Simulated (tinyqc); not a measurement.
## Both saturation currents from two open-circuit voltages

Problem. Without shunt, at open circuit JL = J01 (exp(Voc/Vt) - 1) + J02 (exp(Voc/(2 Vt)) - 1). Find J01, J02 and the mean ideality (Voc2 - Voc1)/(Vt ln(JL2/JL1)).

Values chosen for this exercise:
```
symbol  value  unit      meaning
T         348     K  temperature
```

Constants: q = 1.602176634e-19 C, kB = 1.380649e-23 J/K, Vt = kB T/q. Results are converted to the units shown.

photocurrents (mA/cm^2): 39.5  395
Voc (V): 0.58071456  0.65483237

Answer. The relation is linear in J01 and J02, so two light levels give two equations; series resistance plays no part at open circuit.

J01 = 1.200e-10 A/cm^2
J02 = 5.400e-7 A/cm^2
mean ideality = 1.073

Numbers from tinyqc (`OMP_NUM_THREADS=1 python tinyqc.py 2280009 2280010 out.jsonl`; about 0.01 s on one thread of a shared Intel Xeon 2.30GHz).
